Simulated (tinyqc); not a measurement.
Phonon polaritons: single-oscillator infrared dielectric function of a polar cubic crystal. Computed by tinyqc, a small Python program. Command: `OMP_NUM_THREADS=1 python tinyqc.py 3026173 3026174 out.jsonl infrared walk`. One thread of a shared host (Intel(R) Xeon(R) Processor @ 2.30GHz), about 0.01 s of CPU time with the checks.

One ion pair, charges +Z* and -Z*, in a cell of volume Omega = a^3/4. Frequencies omega are given as wavenumbers (1/cm); eps_s is the static dielectric constant.

Inputs (values chosen for the exercise, modelled on magnesium oxide):

| quantity | value | unit |
|---|---|---|
| lattice constant a | 4.21 | angstrom |
| mass M_A | 24.305 | u |
| mass M_B | 15.999 | u |
| omega_TO | 401 | 1/cm |
| Born charge Z* | 1.95 | e |
| eps_inf | 2.87 | - |

Structure: rock salt. Free carriers: absent.

Constants: nu for 1 eV/(angstrom^2 u) = 15.6333042 THz; 1 THz = 33.35640952 1/cm; e^2/(4 pi eps_0) = 14.39964548 eV angstrom.

Method. mu = M_A M_B/(M_A + M_B); ionic plasma term W^2 = 4 pi Z*^2 (e^2/(4 pi eps_0))/(Omega mu) in eV/(angstrom^2 u), turned into 1/cm by W = 15.6333042 x 33.35640952 x sqrt(W^2); omega_LO^2 = omega_TO^2 + W^2/eps_inf; eps_s = eps_inf + W^2/omega_TO^2; Szigeti charge 3 Z*/(eps_inf + 2); longitudinal (Callen) charge Z*/eps_inf. Transverse waves without damping obey Q^2 = omega^2 eps(omega), Q = wave vector/(2 pi) in 1/cm: eps_inf omega^4 - (eps_inf omega_LO^2 + Q^2) omega^2 + Q^2 omega_TO^2 = 0.

eps_s = 9.33511

omega_LO = 723.208 1/cm

Branches (1/cm):

| Q | lower branch | upper branch | Q/sqrt(eps_s) | Q/sqrt(eps_inf) |
|---|---|---|---|---|
| 120 | 39.15 | 725.6 | 39.3 | 70.8 |
| 370 | 117.35 | 746.3 | 121.1 | 218.4 |
| 740 | 214.33 | 817.2 | 242.2 | 436.8 |
| 1200 | 293.15 | 968.9 | 392.8 | 708.3 |
| 1800 | 344.05 | 1238.4 | 589.1 | 1062.5 |
| 3100 | 380.09 | 1930.5 | 1014.6 | 1829.9 |
| 6100 | 395.45 | 3651.3 | 1996.5 | 3600.7 |
| 12000 | 399.56 | 7109.0 | 3927.5 | 7083.4 |

What does the comparison show, and why?

The lower branch starts as light slowed by sqrt(eps_s) (0.997 of that line) and ends at 0.996 omega_TO; the upper starts at 1.003 omega_LO and ends at 1.004 of the light line with eps_inf. No branch lies between omega_TO and omega_LO.
